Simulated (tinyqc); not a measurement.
# A barrier in a uniform field, exact transmission by Airy functions: effect of the emitter mass

The left lead has its band edge at 0, the barrier edge falls as U(x) = U0 - F x with F = V/d for 0 < x < d, and the right lead has its edge at -V. No transverse momentum; C = hbar^2/(2 m0); psi and psi'/m are continuous. M carries (psi, psi'/m) across the barrier.

Energy scale e = (C F^2/m1)^(1/3), z(x) = (U(x) - E)/e, s = (dz/dx)/m1 = -F/(e m1); v = k/m in a lead. With a = Ai, a' = Ai', b = Bi, b' = Bi' at z1 (left edge) and z2 (right edge): M11 = pi (a2 b1' - b2 a1'), M12 = (pi/s)(b2 a1 - a2 b1), M21 = pi s (a2' b1' - b2' a1'), M22 = pi (b2' a1 - a2' b1). With M acting on (psi, psi'/m) and v = k/m in each lead, T(E) = 4 vL vR/[(vL vR M12 - M21)^2 + (vR M11 + vL M22)^2]. WKB: exp(-S), S = (4/(3 F)) sqrt(m1/C) [max(U0 - E, 0)^1.5 - max(U0 - F d - E, 0)^1.5].

Inputs (values chosen for the exercise); masses and offsets close to those of GaAs wells and AlGaAs barriers; the mass of the right lead is set freely: barrier edge at x = 0 U0 = 0.25 eV; mass in the barrier m1 = 0.091 m0; electron energy E = 0.034 eV; barrier width d = 7.2 nm; voltage across the barrier V = 0.08 V; mass in the right lead mR = 0.059 m0.

Constants: q = 1.602176634e-19 C, hbar = 1.054571817e-34 J s, m0 = 9.1093837015e-31 kg, hbar^2/(2 m0) = 0.0380998212 eV nm^2. Results are converted to the units shown.

The same in every row: exp(-S) = 8.997e-5.

Results:
```
mL (m0)	vL (1/nm)	T(E), exact	ratio
0.016	7.468	3.571e-4	3.969
0.026	5.859	3.439e-4	3.822
0.07	3.570	2.717e-4	3.021
0.12	2.727	2.239e-4	2.489
0.19	2.167	1.855e-4	2.062
0.32	1.670	1.473e-4	1.637
0.53	1.298	1.165e-4	1.295
```

Estimate the missing row, mL = 0.043 m0.

Computed row:
```
mL (m0)	vL (1/nm)	T(E), exact	ratio
0.043	4.556	3.123e-4	3.472
```

With this row back in the table: WKB does not see the lead: exp(-S) stays at 9.00e-5. The ratio of exact to WKB falls from 3.97 to 1.29; K/m1 at the left edge is 7.89 1/nm, and vL passes from 7.47 to 1.30 1/nm.

Computed by the program tinyqc: `OMP_NUM_THREADS=1 python tinyqc.py 2580039 2580040 out.jsonl`, one thread of a shared Intel Xeon 2.30GHz, about 0.01 s for the whole run.
